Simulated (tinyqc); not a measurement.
Worked calculation: Hubbard chain of 3 sites. One step of it, computed by the program tinyqc.

Problem. Mean-field iteration 1. H(up) = T + U n(down), H(down) = T + U n(up); fill the lowest levels; n(new) = n + mixing (n(out) - n); E = tr T (rho up + rho down) + U sum n_up n_down of the output.

one-body matrix (hopping and site energies) (eV), lower triangle:
```
           1          2          3
1   0.340000
2  -0.780000  -0.130000
3   0.000000  -0.780000  -0.620000
```

U = 4.200000 eV

electrons, up and down: 2  1

mixing = 1

n(up) at the start (a guess, not normalised): 1 0.717000, 2 0.617000, 3 0.717000

n(down) at the start (a guess): 1 0.283000, 2 0.383000, 3 0.283000

Give: levels, up; levels, down; energy; n(up) after iteration 1; n(down) after iteration 1.

Solution.

levels, up (eV): 0.0034  1.1159  2.4565

levels, down (eV): 1.4741  2.8071  3.9230

energy = -0.0398 eV

n(up) after iteration 1: 1 0.6236, 2 0.4673, 3 0.9091

n(down) after iteration 1: 1 0.0911, 2 0.5275, 3 0.3814
